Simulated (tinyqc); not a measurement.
Dopant series: competing polymorphs of an oxide film: bulk, surface, grain-boundary, dopant and field terms. Computed by tinyqc, a small Python program. Command: `OMP_NUM_THREADS=1 python tinyqc.py 3016353 3016354 out.jsonl polymorph walk`. One thread of a shared host (Intel(R) Xeon(R) Processor @ 2.30GHz), about 0.01 s of CPU time with the checks.

Phases: monoclinic m (reference), polar orthorhombic o, tetragonal t. Free energies per formula unit (f.u.); 1 J/m^2 x angstrom^3/nm = 6.241509 meV.

Inputs (values chosen for the exercise, for a model oxide): energy of the polar phase o over m = 71.4 meV/f.u.; energy of the tetragonal phase t over m = 96.4 meV/f.u.; entropy of o over m = 0.0064 meV/(f.u. K); entropy of t over m = 0.049 meV/(f.u. K); surface energy of m = 3.47 J/m^2; surface energy of o = 2.87 J/m^2; surface energy of t = 2.76 J/m^2; grain-boundary energy over surface energy = 0.78; volume per formula unit Omega = 33 angstrom^3; film thickness h = 6.7 nm; grain radius R = 4.4 nm; temperature T = 300 K; shift of o per % of dopant = -5.7 meV/f.u.; shift of t per % of dopant = -11 meV/f.u.; width sigma of ln R = 0.34; interlayer thickness (SiO2) = 0.96 nm.

Geometry: columnar grains in a film.

permittivities of m, o, t: [17, 29, 40]

Method:
- Bulk term b = H - T S + (shift) x, zero for m.
- With G = b + gamma Omega A (b the bulk free energy per formula unit, A the area per volume), two phases i, j cross at A_ij = (b_j - b_i)/(Omega (gamma_i - gamma_j)); o has a window only if A_mo < A_ot.
- Grain radii are log-normal by volume with median R and width sigma; the share with A above A* is that with radius below R*, R* = f_b/(A* - 2/h) (all grains if A* <= 2/h), share = (1/2) erfc[-ln(R*/R)/(sqrt 2 sigma)]. Effective permittivity of a layer of thickness h built of such grains, taken in parallel: sum of share x eps; EOT = interlayer + 3.9 h/eps.

Against dopant content:
```
x (%)  A_mo (1/nm)  A_ot (1/nm)  share m  share o  share t
0.0        0.56222       0.5394  0.87042        0   0.1296
1.0        0.51610       0.3054  0.54961        0   0.4504
2.0        0.46997       0.0715  0.07915        0   0.9208
3.0        0.42385      -0.1624  0.00000        0   1.0000
4.0        0.37773      -0.3964  0.00000        0   1.0000
5.0        0.33160      -0.6303  0.00000        0   1.0000
6.5        0.26242      -0.9812  0.00000        0   1.0000
8.0        0.19323      -1.3321  0.00000        0   1.0000
10.0       0.10099      -1.7999  0.00000        0   1.0000
```

The dopant lowers t by 11 and o by 5.7 meV per %, so A_ot falls faster than A_mo. The share of o stays under 2 % at every content listed. t holds the majority from x = 2 % on.

Extremes, crossings and ranges named in words are read from the listed rows.
